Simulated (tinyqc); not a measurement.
Hueckel theory of the pi electrons with the omega technique, for the molecule C=C1C=CC=CC=C1 (SMILES; centres numbered as the heavy atoms are written), step by step. One step of it, computed by the program tinyqc.

Problem. Omega technique, round 1. h_r = h_r(0) + omega q_r, omega = 1.4, with q_r = z_r - P_rr; 0.3 of the old diagonal is kept.

Hueckel matrix in units of beta (H = alpha + beta A), order 1C, 2C, 3C, 4C, 5C, 6C, 7C, 8C:
$$\begin{pmatrix}
0.000000 & 1.000000 & 0.000000 & 0.000000 & 0.000000 & 0.000000 & 0.000000 & 0.000000 \\
1.000000 & 0.000000 & 1.000000 & 0.000000 & 0.000000 & 0.000000 & 0.000000 & 1.000000 \\
0.000000 & 1.000000 & 0.000000 & 1.000000 & 0.000000 & 0.000000 & 0.000000 & 0.000000 \\
0.000000 & 0.000000 & 1.000000 & 0.000000 & 1.000000 & 0.000000 & 0.000000 & 0.000000 \\
0.000000 & 0.000000 & 0.000000 & 1.000000 & 0.000000 & 1.000000 & 0.000000 & 0.000000 \\
0.000000 & 0.000000 & 0.000000 & 0.000000 & 1.000000 & 0.000000 & 1.000000 & 0.000000 \\
0.000000 & 0.000000 & 0.000000 & 0.000000 & 0.000000 & 1.000000 & 0.000000 & 1.000000 \\
0.000000 & 1.000000 & 0.000000 & 0.000000 & 0.000000 & 0.000000 & 1.000000 & 0.000000
\end{pmatrix}$$

charge and bond-order matrix P, order 1C, 2C, 3C, 4C, 5C, 6C, 7C, 8C:
$$\begin{pmatrix}
1.310592 & 0.756379 & -0.167157 & -0.306399 & 0.209500 & 0.209500 & -0.306399 & -0.167157 \\
0.756379 & 0.976279 & 0.449980 & 0.042344 & -0.096898 & -0.096898 & 0.042344 & 0.449980 \\
-0.167157 & 0.449980 & 0.942181 & 0.765300 & 0.061815 & -0.325870 & -0.105819 & 0.243598 \\
-0.306399 & 0.042344 & 0.765300 & 0.961652 & 0.536328 & 0.052894 & -0.124616 & -0.105819 \\
0.209500 & -0.096898 & 0.061815 & 0.536328 & 0.952731 & 0.737583 & 0.052894 & -0.325870 \\
0.209500 & -0.096898 & -0.325870 & 0.052894 & 0.737583 & 0.952731 & 0.536328 & 0.061815 \\
-0.306399 & 0.042344 & -0.105819 & -0.124616 & 0.052894 & 0.536328 & 0.961652 & 0.765300 \\
-0.167157 & 0.449980 & 0.243598 & -0.105819 & -0.325870 & 0.061815 & 0.765300 & 0.942181
\end{pmatrix}$$

Centres:
```
centre  z_r, pi electrons of the neutral centre         h
1C                                            1  0.000000
2C                                            1  0.000000
3C                                            1  0.000000
4C                                            1  0.000000
5C                                            1  0.000000
6C                                            1  0.000000
7C                                            1  0.000000
8C                                            1  0.000000
```

Give: matrix after round 1.

Solution.

matrix after round 1, order 1C, 2C, 3C, 4C, 5C, 6C, 7C, 8C:
$$\begin{pmatrix}
-0.3044 & 1.0000 & 0.0000 & 0.0000 & 0.0000 & 0.0000 & 0.0000 & 0.0000 \\
1.0000 & 0.0232 & 1.0000 & 0.0000 & 0.0000 & 0.0000 & 0.0000 & 1.0000 \\
0.0000 & 1.0000 & 0.0567 & 1.0000 & 0.0000 & 0.0000 & 0.0000 & 0.0000 \\
0.0000 & 0.0000 & 1.0000 & 0.0376 & 1.0000 & 0.0000 & 0.0000 & 0.0000 \\
0.0000 & 0.0000 & 0.0000 & 1.0000 & 0.0463 & 1.0000 & 0.0000 & 0.0000 \\
0.0000 & 0.0000 & 0.0000 & 0.0000 & 1.0000 & 0.0463 & 1.0000 & 0.0000 \\
0.0000 & 0.0000 & 0.0000 & 0.0000 & 0.0000 & 1.0000 & 0.0376 & 1.0000 \\
0.0000 & 1.0000 & 0.0000 & 0.0000 & 0.0000 & 0.0000 & 1.0000 & 0.0567
\end{pmatrix}$$
